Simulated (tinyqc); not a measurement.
## Band bending at a free surface with a continuum of surface states, surface photovoltage and Kelvin probe: Kelvin-probe contrast of the doping

n-type bulk, xi = Ec - EF = Vt ln(Nc/Nd), p0 = ni^2/Nd, ni = sqrt(Nc Nv) exp(-Eg/(2 Vt)), Eg in volts. b is the upward band bending, u = b/Vt. Space charge per area, in units of q: Qc = sign(b) sqrt((2 eps0 eps_r Vt/q) [(Nd + dn)(exp(-u) - 1) + Nd u + (p0 + dn)(exp(u) - 1)]), with dn the excess density under light (flat quasi-Fermi levels; 0 in the dark). The states hold -Ds (E0 - xi - b): negative while the Fermi level lies above the neutrality level. Neutrality: Qc + Qf + (charge of the states) = 0.

Work function chi + xi + b; contact potential difference CPD = (work function of the sample) - pt. b solves the neutrality condition in the dark.

Values chosen for this exercise; band and dielectric values close to those of indium phosphide:

| symbol | value | unit | meaning |
|---|---|---|---|
| T | 300 | K | temperature |
| Eg | 1.34 | eV | band gap |
| eps_r | 12.4 |  | relative permittivity |
| Nc | 5.74e17 | cm^-3 | conduction-band density of states at T |
| Nv | 1.08e19 | cm^-3 | valence-band density of states at T |
| chi | 4.4 | eV | electron affinity |
| Qf | 0 | cm^-2 | fixed positive charge at the surface |
| pt | 5.19 | eV | work function of the probe tip |
| Ds | 8.9e12 | cm^-2 eV^-1 | density of surface states |
| E0 | 0.51 | eV | depth of their neutrality level below the conduction edge |

Constants: q = 1.602176634e-19 C, kB = 1.380649e-23 J/K, Vt = kB T/q, eps0 = 8.8541878128e-14 F/cm where lengths are in cm. Results are converted to the units shown.

Kelvin-probe contrast of the doping:
```
Nd (cm^-3)  xi (eV)   b (V)  CPD (mV)
1.1e14       0.2213  0.2865    -282.2
3.2e14       0.1937  0.3123    -284.0
9e14         0.1670  0.3361    -287.0
2.5e15       0.1405  0.3575    -292.0
7.1e15       0.1136  0.3757    -300.7
2e16        0.08678  0.3878    -315.4
5.6e16      0.06016  0.3904    -339.4
```

What does the comparison show?

xi falls by 161 mV over the table and the CPD by 57.2 mV; b rises from 0.286 to 0.390 V. Between the first two rows the CPD follows 6.36 % of the change of xi, and between the last two 90.3 %. It is below 100 % where b rises with the doping (pinning hides it).

Numbers from tinyqc (`OMP_NUM_THREADS=1 python tinyqc.py 2430095 2430096 out.jsonl`; about 0.01 s on one thread of a shared Intel Xeon 2.30GHz).
